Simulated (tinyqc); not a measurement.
Ferroelectric with a first-order transition, Landau-Devonshire energy: one step of the calculation.

One domain with free energy u = al P^2 + be P^4 + ga P^6 - E P, al = a0 (T - T0), be < 0 < ga (P in uC/cm^2, E in kV/cm, u in mJ/cm^3). Equilibrium: E = 2 al P + 4 be P^3 + 6 ga P^5; a state is stable against small changes where dE/dP > 0. The coercive field is that of uniform switching, which real films, switching by domains, do not reach.

Task. Polarisation on the upper branch by Newton steps. f = 2 al P + 4 be P^3 + 6 ga P^5 - Ea, f' = 2 al + 12 be P^2 + 30 ga P^4, P(new) = P - f/f'.

Values chosen for this exercise:
```
symbol,value,unit,meaning
be,-0.00067,kV cm^5/uC^3,quartic coefficient
ga,4.3e-7,kV cm^9/uC^5,sixth-order coefficient
Ea,-110,kV/cm,applied field
```

P after iteration 1 = 22.924960 uC/cm^2
al = -2.1 kV cm/uC

Find: f; f'; P after iteration 2.

Result.

f = -2.2376 kV/cm
f' = -4.8624 kV cm/uC
P after iteration 2 = 22.465 uC/cm^2

Numbers from tinyqc (`OMP_NUM_THREADS=1 python tinyqc.py 2860046 2860047 out.jsonl`; about 0.01 s on one thread of a shared Intel Xeon 2.30GHz).
